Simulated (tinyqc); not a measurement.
Inside a calculation. Model: energy and delay of logic against supply voltage.

tinyqc, about 0.01 s, one thread, Intel Xeon 2.30GHz (shared host): `OMP_NUM_THREADS=1 python tinyqc.py 2082061 2082062 out.jsonl` Printed values are rounded.

One expression serves below and above threshold: I(Vg) = Ik [ln(1 + exp((Vg - VT + dd V)/(al nf Vt)))]^al, with I_on = I(V) and I_off = I(0). Gate delay td = kd C V/I_on, clock period LD td. Per gate and cycle the switching energy is act C V^2 and the leakage energy I_off V LD td. No short-circuit current, no variation. Minima are sought above 0.09 V; below a few Vt gates no longer switch and the model has no meaning.

Values chosen for this exercise; values of the order met in logic technologies:

| symbol | value | unit | meaning |
|---|---|---|---|
| T | 358 | K | temperature |
| VT | 0.28 | V | threshold voltage at zero drain bias |
| nf | 1.16 |  | slope factor |
| dd | 0.09 |  | barrier lowering per volt of supply |
| Ik | 0.35 | uA | specific current of a gate |
| al | 1.74 |  | exponent of the current law |
| C | 3.2 | fF | load capacitance of a gate |
| kd | 0.8 |  | delay factor |
| LD | 60 |  | logic depth |
| act | 0.3 |  | activity factor |
| V | 0.33 | V | supply voltage |

Constants: q = 1.602176634e-19 C, kB = 1.380649e-23 J/K, Vt = kB T/q. Results are converted to the units shown.

## Currents, delay and energies

I_on, I_off, td, clock frequency 1/(LD td), both energies and their sum.

I_on = 0.729629 uA
I_off = 0.316030 nA
td = 1157.85 ps
clock frequency = 0.0143945 GHz
switching energy = 104.544 aJ
leakage energy = 7.24512 aJ
energy = 111.789 aJ

I_on/I_off = 2310; leakage makes up 6.48 % of the energy.

## Starting value

V = 0.27 V.

V at the start = 0.27 V

## Iteration 1: new V

Minimum-energy supply: E(V) is the energy per gate and cycle; with h = 0.001 V, E' = (E(V + h) - E(V - h))/(2 h), E'' = (E(V - h) - 2 E(V) + E(V + h))/h^2, V(new) = V - E'/E''.

E' = 382.403 aJ/V
E'' = 4159.22 aJ/V^2
V after iteration 1 = 0.178059 V

## Iteration 2: new V

As before.

E' = -207.218 aJ/V
E'' = 8677.32 aJ/V^2
V after iteration 2 = 0.201939 V

## Iteration 3: new V

As before.

E' = -10.6738 aJ/V
E'' = 7653.69 aJ/V^2
V after iteration 3 = 0.203334 V

## Course of the iteration

Stop when the step is below 1e-9 V, or after 40 iterations.

Course of the iteration:

| iteration | V before the step (V) | step (V) |
|---|---|---|
| 1 | 0.27 | -0.0919 |
| 2 | 0.178059 | 0.0239 |
| 3 | 0.201939 | 1.39e-3 |
| 4 | 0.203334 | 7.18e-6 |
| 5 | 0.203341 | 2.30e-10 |

Converged in 5 iterations. There leakage makes up 42.0 % of the energy and the clock runs at 1.63 MHz.
